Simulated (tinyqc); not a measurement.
An offset iteration that does not settle: band offset of a heterojunction with an interface dipole (two-band chains, self-consistent charge).

Sites alternate A, C. Left: A at -G1/2, C at +G1/2, hopping -t1; right: A at D - G2/2, C at D + G2/2, hopping -t2; the bonds across the two interfaces of a ring (C left to A right, C right to A left) have -sqrt(t1 t2). D is the offset of the mid-gaps, so Ev(right) - Ev(left) = D - (G2 - G1)/2 and Ec(right) - Ec(left) = D + (G2 - G1)/2. The closing bond has its sign reversed (antiperiodic ring). Half the levels are filled with two electrons each. The charge moved is q = (electrons on the left) less one a site; the mean over the two interfaces, q/2, is taken as the charge that crosses each, and its dipole opposes the offset: D = D0 - u q/2.

From here on the ring has 24 cells a side.

Inputs chosen for the exercise (gaps near those of Si and Ge; the chains and D0 are free models, so the offsets are not those of the real pair; not measured data):

| symbol | value | unit | meaning |
|---|---|---|---|
| G1 | 1.13 | eV | gap on the left |
| G2 | 0.7 | eV | gap on the right |
| t1 | 2.02 | eV | hopping on the left |
| t2 | 2.34 | eV | hopping on the right |
| D0 | 0.32 | eV | mid-gap of the right side above that of the left, without dipole |
| u | 3.7 | eV | potential step per electron moved across |
| mx | 1 |  | mixing |

Start at D = D0; D(out) = D0 - u q(D)/2; D(new) = D + mx (D(out) - D); stop when |D(out) - D| < 1e-7 eV, after 60 steps, or above 50 eV.

Iterations:

| i | D (eV) | q | D(out) (eV) | D(out) - D |
|---|---|---|---|---|
| 0 | 0.32000 | 0.19068 | -0.03276 | -0.353 |
| 1 | -0.03276 | -0.01916 | 0.35545 | 0.388 |
| 2 | 0.35545 | 0.21277 | -0.07363 | -0.429 |
| 3 | -0.07363 | -0.04310 | 0.39974 | 0.473 |
| 4 | 0.39974 | 0.24082 | -0.12552 | -0.525 |
| 5 | -0.12552 | -0.07362 | 0.45619 | 0.582 |
| 6 | 0.45619 | 0.27747 | -0.19332 | -0.650 |
| 7 | -0.19332 | -0.11382 | 0.53057 | 0.724 |
| 8 | 0.53057 | 0.32763 | -0.28611 | -0.817 |
| ... | ... | ... | ... | ... |
| 12 | 0.79481 | 0.53752 | -0.67442 | -1.47 |
| 13 | -0.67442 | -0.43340 | 1.12179 | 1.80 |
| 14 | 1.12179 | 2.39612 | -4.11282 | -5.23 |
| 15 | -4.11282 | -14.87059 | 27.83060 | 31.9 |
| 16 | 27.83060 | 47.97503 | -88.43381 | -116 |

Can the last value be used, and what is the cause?

No: the swings grow until D enters the broken-gap range, where whole electrons cross, and the run is stopped at i = 16; the sign of D(out) - D alternates. Near the solution the error is multiplied by 1 - mx (1 + u chi/2) a step, with chi = dq/dD = 0.5923 1/eV, that is -1.10. A rerun with mx = 0.48, near 1/(1 + u chi/2), converges in 4 steps to D = 0.1534 eV.

tinyqc: `OMP_NUM_THREADS=1 python tinyqc.py 1450753 1450754 out.jsonl`; about 0.3 s, one thread, shared Intel(R) Xeon(R) Processor @ 2.30GHz.
